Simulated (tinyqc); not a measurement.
Free-carrier optics of a doped semiconductor (Drude model): sweeps and comparisons. A value that a table varies takes the place of the one given here.

eps(E) = ei [1 - Ep^2/(E^2 + i E Gam)], with Ep^2 = 8 pi c (e^2/(4 pi eps0)) N/(m ei), c = hbar^2/2m0, N in 1/angstrom^3 (1e-24 per 1/cm^3); Gam = hbar/tau, tau = mu m m0/e with m0/e = 5.685630e-12 kg/C and mu in m^2/(V s). Energies in meV.

n + i k = sqrt(eps1 + i eps2) with k >= 0; R = ((n - 1)^2 + k^2)/((n + 1)^2 + k^2) at normal incidence from vacuum; alpha = 2 E k/(hbar c), times 1e8 for 1/cm; loss function Im(-1/eps) = eps2/(eps1^2 + eps2^2).

Constants: hbar^2/2m0 = 3.80998211 eV angstrom^2; e^2/(4 pi eps0) = 14.39964547 eV angstrom; hbar = 6.58211957e-16 eV s; hbar c = 1973.269805 eV angstrom.

Parameters, chosen for this exercise (mass and dielectric values near those of Si; N and mu are free inputs; interband absorption and the rise of the mass with filling are left out; not measured data): N = 8.4e+18 1/cm^3 (carrier density); m = 0.247 m0 (conductivity mass); mu = 140 cm^2/(V s) (mobility); ei = 12.04 (high-frequency dielectric constant); E = 141.3 meV (photon energy).

## Reflectance across the plasma edge

Spectrum:

| E (meV) | eps1 | eps2 | R | alpha (1/cm) |
|---|---|---|---|---|
| 6.2 | -28.41 | 218.42 | 0.837 | 7.01e+03 |
| 18.7 | -19.85 | 57.09 | 0.744 | 1.20e+04 |
| 31.2 | -10.35 | 24.03 | 0.657 | 1.35e+04 |
| 43.7 | -3.43 | 11.85 | 0.519 | 1.24e+04 |
| 53.0 | 0.11 | 7.54 | 0.372 | 1.04e+04 |
| 62.4 | 2.69 | 5.02 | 0.241 | 7.75e+03 |
| 68.6 | 3.99 | 3.93 | 0.202 | 6.23e+03 |
| 78.0 | 5.53 | 2.79 | 0.195 | 4.56e+03 |
| 93.6 | 7.29 | 1.70 | 0.219 | 2.96e+03 |
| 124.8 | 9.23 | 0.75 | 0.256 | 1.57e+03 |
| 187.2 | 10.74 | 0.23 | 0.284 | 671 |
| 312.0 | 11.56 | 0.05 | 0.298 | 238 |

Ep = 62.4 meV and Gam = 33.5 meV. R is 0.837 at the lowest energy and lowest, 0.195, at 78.0 meV of those listed; without damping it would vanish at Ep sqrt(ei/(ei - 1)) = 65.2 meV. At the highest energy R is 0.298, against 0.305 for ei alone. Between the last two rows alpha goes as E^-2.03, where the Drude limit far above Ep and Gam is E^-2.

## Free-carrier absorption and index change in the near infrared

At the wavelengths listed E = hc/lambda (hc = 1239.841984 eV nm). Approximate forms: alpha = ei Ep^2 Gam/(E^2 sqrt(ei) hbar c) and dn = -sqrt(ei) Ep^2/(2 E^2).

Free carriers:

| lambda (micrometre) | E (meV) | alpha (1/cm) | alpha, approximate | dn | dn, approximate |
|---|---|---|---|---|---|
| 1.31 | 946.4 | 25.6 | 25.6 | -0.00754 | -0.00754 |
| 1.55 | 799.9 | 35.9 | 35.8 | -0.0106 | -0.0106 |
| 2.00 | 619.9 | 59.8 | 59.7 | -0.0176 | -0.0176 |
| 3.00 | 413.3 | 135 | 134 | -0.0395 | -0.0396 |
| 5.00 | 248.0 | 378 | 373 | -0.110 | -0.110 |
| 8.00 | 155.0 | 992 | 955 | -0.279 | -0.281 |
| 10.60 | 117.0 | 1.80e+03 | 1.68e+03 | -0.487 | -0.494 |

At 1.55 micrometre alpha = 35.9 1/cm and dn = -0.0106; a phase shift of pi needs a length lambda/(2 |dn|) = 73.4 micrometre, over which the loss is 1.14 dB. The approximate alpha is within 5 % up to 8 micrometre of the wavelengths listed; it needs photon energies well above both Ep and Gam, which lie at 19.9 and 37.0 micrometre. Interband and intervalley absorption are left out; with a realistic dc mobility the Drude form tends to understate the near-infrared absorption of Si.

## What moves the optical constants

At the energy E. Each row changes one parameter from the base and keeps the others.

Results:

| case | Ep (meV) | Gam (meV) | R | alpha (1/cm) |
|---|---|---|---|---|
| base | 62.41 | 33.48 | 0.2668 | 1.20e+03 |
| N = 1.26e+19 1/cm^3 | 76.43 | 33.48 | 0.2450 | 1.92e+03 |
| m = 0.2964 m0 | 56.97 | 27.90 | 0.2730 | 836 |
| mu = 84 cm^2/(V s) | 62.41 | 55.80 | 0.2710 | 1.81e+03 |
| ei = 12.64 | 60.91 | 33.48 | 0.2780 | 1.17e+03 |
| E = 169.6 meV | 62.41 | 33.48 | 0.2788 | 823 |

The largest shifts from the base row, up to three for each result and ties (the steps differ in size, so this ranks the rows, not the parameters). Ep (meV): N +14.03, m -5.44, ei -1.50; unchanged at the printed digits by mu and E. Gam (meV): mu +22.32, m -5.58; unchanged at the printed digits by N, ei and E. R: N -0.0218, E +0.0120, ei +0.0112. alpha (1/cm): N +712, mu +611, E -381.

(tinyqc, `OMP_NUM_THREADS=1 python tinyqc.py 1681159 1681160 out.jsonl`, Intel(R) Xeon(R) Processor @ 2.30GHz, 1 thread, shared host, about 0.01 s.)
